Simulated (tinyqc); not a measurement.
Compensation sets the slope of the freeze-out: donors on two lattice sites with valley-orbit split states.

Each donor binds at most one electron, in any of its states. For a site s, W_s = sum over its states of g exp(E/kT), and the ionised share is 1/(1 + W_s exp(eta)), eta = (EF - Ec)/kT; n = Nc F_1/2(eta); neutrality n + NA = ND x (mean ionised share, the two sites in equal numbers); holes are neglected. Nc from N = 2 (m kB T/(4 pi c))^(3/2) with c = hbar^2/2m0, in 1/angstrom^3; times 1e24 for 1/cm^3, m = md. F_j(eta) = (1/Gamma(j + 1)) integral_0^infinity x^j dx/(1 + exp(x - eta)), which tends to exp(eta) for eta << 0.

Constants: hbar^2/2m0 = 3.80998211 eV angstrom^2; kB = 8.617333262e-05 eV/K.

Inputs chosen for the exercise (near those of nitrogen in 4H-SiC; shifted at random, so the results belong to these values and not to a real crystal):
- md = 0.806 m0 (density-of-states mass of the conduction band)
- E = (63.6, 56.5, 115.5, 74.7) meV (binding energies of h ground, h excited, k ground, k excited)
- g = (2, 4, 2, 4) (their degeneracies with spin)
- ND = 4.4e+17 1/cm^3 (donors, half on each site)

NA = K ND. The slope energy is -d ln(n T^(-p))/d(1/kT) between 50 and 60 K, with p = 3/4 for K = 0 and p = 3/2 otherwise.

Results:

| K | n(50 K) (1/cm^3) | n(60 K) (1/cm^3) | slope energy (meV) |
|---|---|---|---|
| 0 | 1.95e+14 | 7.33e+14 | 30.68 |
| 0.0010 | 7.40e+13 | 5.45e+14 | 44.55 |
| 0.010 | 8.47e+12 | 1.17e+14 | 60.78 |
| 0.050 | 1.56e+12 | 2.20e+13 | 61.40 |
| 0.20 | 2.60e+11 | 3.68e+12 | 61.43 |
| 0.50 | 4.94e+08 | 1.99e+10 | 88.45 |

Without acceptors the slope is 30.68 meV, against half the h-site ground-state energy, 31.80; with K = 0.05 it is 61.40 meV, against the full 63.6. The full energy (less a few meV where excited levels lie within a few kT) shows where n is far below NA, since the acceptors then hold EF near the donor level: n(60 K)/NA is 1.2 for K = 0.001 and 0.001 for K = 0.05; for K = 0.001 the sample is still in or near the uncompensated regime, where p = 3/2 is the wrong power, so that slope means little. At K = 0.5 the acceptors have taken as many electrons as there are h sites, EF sits between the two levels, and the slope is 88.5 meV against their mean of 89.5.

Program tinyqc; command `OMP_NUM_THREADS=1 python tinyqc.py 1651186 1651187 out.jsonl`; about 0.01 s on one thread of a shared Intel(R) Xeon(R) Processor @ 2.30GHz.
